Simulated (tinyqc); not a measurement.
# Gap voltage and exponent from three temperatures

Problem. At constant current VBE(T) = Vg0 - a T - eta (kB T/q) ln T, where a is a constant. Find Vg0, eta and dVBE/dT at the middle temperature.

Constants: q = 1.602176634e-19 C, kB = 1.380649e-23 J/K. Results are converted to the units shown.

T (K): 273  330  390
VBE at a constant current (V): 0.8310983413  0.7423716037  0.6450250074

Solution. The relation is linear in Vg0, a and eta, so three points give a linear system; the slope is (VBE - Vg0 - eta kB T/q)/T. eta rests on the curvature of VBE(T) alone, so real fits need accuracy of some tens of microvolts or better.

Vg0 = 1.145 V
eta = 4.300
dVBE/dT = -1.591 mV/K

Program tinyqc, `OMP_NUM_THREADS=1 python tinyqc.py 2062013 2062014 out.jsonl`; Intel Xeon 2.30GHz, shared host, one thread, about 0.02 s.
